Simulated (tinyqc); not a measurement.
From results back to parameters: propagation of a band-gap error through k.p and effective-mass formulas. Three cases, with inputs chosen for the exercise.

Problem. A calculation returned the electron mass below. With 1/me = 1 + Ep (E + 2 Dso/3)/(E (E + Dso)) and the given Ep and Dso, which gap E did it have, and by what factor is exp(-E/2kT) off against the gap Eg?

Constants: kB = 8.617333262e-05 eV/K.

Case 1.

Values chosen (reference values near those of CdTe, gap at low temperature; not measured data):
- Eg = 1.598 eV (gap at Gamma to the s-like level)
- Dso = 0.904 eV (spin-orbit splitting)
- Ep = 19 eV (Kane energy)
- T = 300 K (temperature)

me = 0.0723911 m0

Case 2.

Values chosen (reference values near those of InAs, gap at low temperature; not measured data):
- Eg = 0.412 eV (gap at Gamma to the s-like level)
- Dso = 0.396 eV (spin-orbit splitting)
- Ep = 21.4 eV (Kane energy)
- T = 77 K (temperature)

me = 0.0132804 m0

Case 3.

Values chosen (reference values near those of InAs, gap at low temperature; not measured data):
- Eg = 0.423 eV (gap at Gamma to the s-like level)
- Dso = 0.395 eV (spin-orbit splitting)
- Ep = 21.5 eV (Kane energy)
- T = 77 K (temperature)

me = 0.0511215 m0

Find: X = 1/me - 1; E; log10 of the factor.
Solution. X E^2 + (X Dso - Ep) E - (2/3) Ep Dso = 0 has one positive root; the factor is exp((Eg - E)/2kT).

Case 1.

X = 1/me - 1 = 12.814
E = 1.278 eV
log10 of the factor = 2.69

Case 2.

X = 1/me - 1 = 74.299
E = 0.227 eV
log10 of the factor = 6.05

Case 3.

X = 1/me - 1 = 18.561
E = 1.053 eV
log10 of the factor = -20.62

Computed by tinyqc, one run a case: `OMP_NUM_THREADS=1 python tinyqc.py N N+1 out.jsonl` with N = 1880294, 1880321, 1880338; one thread of a shared Intel(R) Xeon(R) Processor @ 2.30GHz, about 0.01 s a run at most.
